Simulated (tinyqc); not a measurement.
What moves transparency and gain: optical gain and spontaneous emission in a bulk direct-gap semiconductor.

Parabolic bands, vertical transitions, no excitons. For each hole band j: mr = me mj/(me + mj); joint density of states J_j(E) = (mr/c)^(3/2) sqrt(E - Eg)/(2 pi^2), both spins, c = hbar^2/2m0; averaged matrix element |e.p|^2 = m0 Ep/6; alpha_j(E) = 4 pi^2 alpha_f c Ep J_j/(3 nr E) in 1/angstrom (alpha_f the fine-structure constant, listed as alpha among the constants), times 1e8 for 1/cm.

F_j(eta) = (1/Gamma(j + 1)) integral_0^infinity x^j dx/(1 + exp(x - eta)), which tends to exp(eta) for eta << 0.

Quasi-Fermi levels: n = Nc F_1/2(Fc/kT) and p = Nv F_1/2(Fv/kT), Fc counted up from the conduction edge and Fv down from the valence edge; Nc, Nv from N = 2 (m kB T/(4 pi c))^(3/2) with c = hbar^2/2m0, in 1/angstrom^3; times 1e24 for 1/cm^3, with me and (mhh^(3/2) + mlh^(3/2))^(2/3).

For band j the electron sits at Ee = (E - Eg) mr/me above its edge and the hole at Eh = (E - Eg) mr/mj; fe = 1/(1 + exp((Ee - Fc)/kT)), fh = 1/(1 + exp((Eh - Fv)/kT)); gain g = sum_j alpha_j (fe + fh - 1).

Constants: hbar^2/2m0 = 3.80998211 eV angstrom^2; fine-structure constant alpha = 0.007297352564; kB = 8.617333262e-05 eV/K.

Parameters, chosen for this exercise (near those of InGaAs; the results hold for these values, not for the real material): Eg = 0.752 eV (direct gap); me = 0.0425 m0 (electron mass); mhh = 0.463 m0 (heavy-hole mass); mlh = 0.0512 m0 (light-hole mass); Ep = 23.3 eV (Kane energy); nr = 3.49 (refractive index); T = 350 K; n = 2.7e+18 1/cm^3 (injected density, n = p).

Transparency is Fc + Fv = 0; the peak is the largest g over E at the density n (0 if none).

One parameter was then changed.

Results before and after:

| case | transparency density (1/cm^3) | Fc + Fv (eV) | peak gain (1/cm) |
|---|---|---|---|
| base | 9.39e+17 | 0.1239 | 813 |
| changed | 1.10e+18 | 0.1124 | 660 |

Which of these changes was made? (a) Ep = 25.6 eV; (b) me = 0.0489 m0; (c) nr = 3.66; (d) n = 3.51e+18 1/cm^3; (e) T = 390 K; (f) mhh = 0.278 m0.

Answer: (e) T = 390 K. Of the candidates, run in turn, only this one gives the changed row.

All candidates:

| case | transparency density (1/cm^3) | Fc + Fv (eV) | peak gain (1/cm) |
|---|---|---|---|
| base | 9.39e+17 | 0.1239 | 813 |
| me = 0.0489 m0 | 1.08e+18 | 0.1013 | 848 |
| mhh = 0.278 m0 | 7.31e+17 | 0.1487 | 1442 |
| Ep = 25.6 eV | 9.39e+17 | 0.1239 | 893 |
| T = 390 K | 1.10e+18 | 0.1124 | 660 |
| n = 3.51e+18 1/cm^3 | 9.39e+17 | 0.1653 | 1144 |
| nr = 3.66 | 9.39e+17 | 0.1239 | 775 |

tinyqc: `OMP_NUM_THREADS=1 python tinyqc.py 1651009 1651010 out.jsonl`; about 0.08 s, one thread, shared Intel(R) Xeon(R) Processor @ 2.30GHz.
